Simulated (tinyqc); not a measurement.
Comparisons within one model: parabolic quantum dot in a magnetic field (Fock-Darwin). A value that a table varies takes the place of the one given here.

Two dimensions, V = m w0^2 r^2/2, one valley. hbar wc = 2 muB B/m, W = sqrt(w0^2 + wc^2/4), E(n, l, s) = (2n + |l| + 1) hbar W - l hbar wc/2 + s gs muB B, n = 0, 1, ..., l = 0, +/-1, ..., s = +/-1/2; length lam = sqrt(2c/(m hbar W)), c = hbar^2/2m0.

Two electrons, first order in the Coulomb energy: the singlet (0,0)^2 has 2W + J0 and the lowest triplet (0,0)(0,1) has 3W - wc/2 + J0/2 - Ez, with J0 = sqrt(pi/2) q/(eps lam), q = e^2/(4 pi eps0), Ez = |gs| muB B.

Exact treatment: the centre of mass separates with energy W, and the relative motion obeys [-(2c/m) Laplacian + (2c/m) r^2/(2 lam^2)^2 + q/(eps r)] psi = e_l psi for angular number l, solved in 14 Gaussians r^l exp(-a r^2), a = 1.7^i/(4 lam^2), i = -3 to 10. E(S) = W + e_0, E(T) = W + e_1 - wc/2 - Ez.

Constants: muB = 5.788381798e-05 eV/T; hbar^2/2m0 = 3.80998211 eV angstrom^2; e^2/(4 pi eps0) = 14.39964547 eV angstrom.

Inputs chosen for the exercise (near those of a gate-defined dot in InGaAs; shifted at random, so the results belong to these values and not to a real crystal): m = 0.0467 m0 (mass); gs = -2.79 (g factor); w0 = 7.7 meV (confinement energy hbar w0); Bs = (0, 0.78, 1.6, 2.5, 3.7, 5.6, 8.1) T (fields); eps = 14.1 (dielectric constant); B = 2.16 T (magnetic field).

## Levels against field

Six orbital levels without the Zeeman term.

Levels (meV):
```
B (T)   (0,0)   (0,1)  (0,-1)   (0,2)   (1,0)   (0,3)
0       7.700  15.400  15.400  23.100  23.100  30.800
0.78    7.760  14.554  16.488  21.348  23.281  28.141
1.6     7.951  13.919  17.886  19.888  23.854  25.856
2.5     8.300  13.502  19.699  18.703  24.900  23.904
3.7     8.962  13.338  22.511  17.715  26.887  22.091
5.6    10.367  13.792  27.675  17.218  31.100  20.644
8.1    12.653  15.265  35.345  17.878  37.958  20.491
```

(0,2) crosses (0,-1) where W = 3 wc/2, that is wc = w0/sqrt(2), B = 2.20 T, and (0,3) crosses it at W = wc, B = 3.59 T. States with n = 0 and l >= 0 draw together into the lowest Landau level: their spacing W - wc/2 shrinks from 7.70 to 2.61 meV, while (0,-1) climbs to 22.69 meV above (0,0).

## Singlet against triplet in a field

For each field, first order and exact.

Energies (meV):
```
B (T)      J0  W - wc/2     Ez  E(T) - E(S), first order  exact
0       8.793     7.700  0.000                     3.304   4.77
0.78    8.827     6.794  0.126                     2.254   3.72
1.6     8.935     5.968  0.258                     1.242   2.72
2.5     9.129     5.201  0.404                     0.233   1.71
3.7     9.486     4.376  0.598                    -0.964   0.53
5.6    10.202     3.426  0.904                    -2.580  -1.05
8.1    11.271     2.613  1.308                    -4.331  -2.77
```

Exactly, the triplet drops below the singlet between 3.7 and 5.6 T. First order puts the crossing between 2.5 and 3.7 T; with J0/W = 1.14 at zero field it misses the splitting there by 1.47 meV. From the first row to the last the orbital cost falls by 5.09 meV, the Coulomb gain J0/2 (half direct, half exchange) grows by 1.24 meV and the Zeeman gain by 1.31 meV. States of higher angular number, which take over at higher fields, in soft dots already within such a table, are left out.

## What each parameter does

The two modes W +/- wc/2, lam and the exact E(T) - E(S), with q = e^2/(4 pi eps0) and Ez = |gs| muB B. Each row changes one parameter from the base and keeps the others.

Results:
```
case           upper mode (meV)  lower mode (meV)  lam (angstrom)  E(T) - E(S) (meV)
base                     10.829             5.475           141.5               2.08
B = 1.3 T                 9.478             6.255           144.0               3.07
w0 = 6.16 meV             9.394             4.039           155.9               1.02
m = 0.0537 m0            10.373             5.716           132.8               2.21
gs = -4.19               10.829             5.475           141.5               1.91
eps = 12                 10.829             5.475           141.5               1.75
```

The largest shifts from the base row, up to three for each result and ties (the steps differ in size, so this ranks the rows, not the parameters). upper mode (meV): w0 -1.436, B -1.351, m -0.457; unchanged at the printed digits by gs and eps. lower mode (meV): w0 -1.436, B +0.781, m +0.241; unchanged at the printed digits by gs and eps. lam (angstrom): w0 +14.4, m -8.7, B +2.5; unchanged at the printed digits by gs and eps. E(T) - E(S) (meV): w0 -1.06, B +0.99, eps -0.33.

Computed by tinyqc, a small Python program: `OMP_NUM_THREADS=1 python tinyqc.py 1282011 1282012 out.jsonl` (the numbers bound the seed that draws the inputs); one thread of a shared host (Intel(R) Xeon(R) Processor @ 2.30GHz), about 0.04 s for the whole set of steps.
